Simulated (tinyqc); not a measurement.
Stretching all distances: RHF, UHF, MP2, CISD and CCSD against full CI in the sto-6g basis, for H6, spin multiplicity 1. Computed by the program tinyqc with PySCF. All coordinates are multiplied by the scale. c0^2 is the weight of the RHF determinant in the lowest singlet FCI state (UHF is spin-contaminated and may lie near states of higher spin) and n(LUMO) the first natural occupation beyond the occupied space.

Geometry (angstrom):
```
atom       x       y       z
H     0.0000  0.0000  0.0000
H     0.0000  0.0000  0.7090
H     0.0000  0.0000  1.7130
H     0.0000  0.0000  2.4220
H     0.0000  0.0000  3.4270
H     0.0000  0.0000  4.1360
```

Full CI energy (hartree) and errors against it (kcal/mol):
```
scale  distance 1-2 (angstrom)    E(FCI)      RHF     UHF      MP2    CISD   CCSD  <S^2> UHF   c0^2  n(LUMO)
0.860                    0.610  -3.18207   29.099  29.099    8.039   0.355  0.047      0.000  0.979    0.025
1.140                    0.808  -3.36306   43.557  43.557   14.839   1.179  0.090      0.000  0.955    0.047
1.430                    1.014  -3.29829   66.219  66.219   26.285   3.636  0.188      0.000  0.909    0.085
1.710                    1.212  -3.17800   97.907  90.128   43.002   9.433  0.327      0.726  0.834    0.145
2.270                    1.609  -2.97152  193.013  58.791   92.905  40.149  0.449      2.351  0.592    0.347
2.560                    1.815  -2.90804  253.850  35.969  121.310  66.919  0.314      2.679  0.459    0.478
```

Estimate the missing row, scale = 1.99.

Computed row:
```
scale  distance 1-2 (angstrom)    E(FCI)      RHF     UHF     MP2    CISD   CCSD  <S^2> UHF   c0^2  n(LUMO)
1.990                    1.411  -3.06209  140.510  81.998  65.751  21.064  0.443      1.752  0.724    0.233
```

UHF parts from RHF first at scale 1.71 of those listed, where <S^2> leaves zero. The weight c0^2 goes from 0.98 to 0.46 and n(LUMO) from 0.03 to 0.48: static correlation grows as the bonds break into open-shell fragments. The spread of the error along the curve, which distorts its shape, is CCSD 0.4, UHF 61.0, CISD 66.6, MP2 113.3, RHF 224.8 kcal/mol. The table stops here: at scale 2.84 and beyond, the reference weight falls under 0.45 or RHF, UHF or CCSD hop between solutions, so those rows were left out and the spreads given cover only the rows shown. As computed, partly on other solutions, the errors there reach in size RHF 313, UHF 20, MP2 144, CISD 96, CCSD 0 kcal/mol.
